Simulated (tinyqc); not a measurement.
Gupta-type many-body potential for a metal: one step, computed by the program tinyqc.

E_i = sum_j A exp(-p (r_ij/r0 - 1)) - xi rho_i^gamma, with rho_i = sum_j exp(-2 q (r_ij/r0 - 1)); gamma = 1/2 is the tight-binding second-moment form. The crystal is fcc unless stated; d is the neighbour distance and a fixed number of shells is kept.

Question. Unrelaxed vacancy. Each neighbour j of the vacancy loses one repulsive term and one density term: E_v = sum_shells count x {-repulsion - xi [(rho - density)^gamma - rho^gamma]}. (The removed atom returns to a bulk-like site, so its own energy cancels.)

Inputs (values chosen for the exercise, modelled on silver): hopping xi = 1.15 eV; embedding exponent gamma = 0.5.

Shells:
```
shell  count  r (angstrom)  repulsion (eV)       density
1         12      2.890723    1.023385e-01  9.962130e-01
2          6      4.088100    1.164289e-03  7.137811e-02
3         24      5.006880    3.753133e-05  9.443630e-03
4         12      5.781447    2.074247e-06  1.716293e-03
5         24      6.463854    1.617899e-07  3.820816e-04
```

density rho = 12.63924

repulsive energy = 1.235977 eV

Give: vacancy energy E_v; ratio E_v/E_c, E_c = xi rho^gamma less the repulsive energy.

Answer.

vacancy energy E_v = 0.8480 eV

ratio E_v/E_c, E_c = xi rho^gamma less the repulsive energy = 0.2973

A pair potential gives E_v = E_c; here the ratio is 0.30, as the remaining bonds of the neighbours strengthen when one is lost.
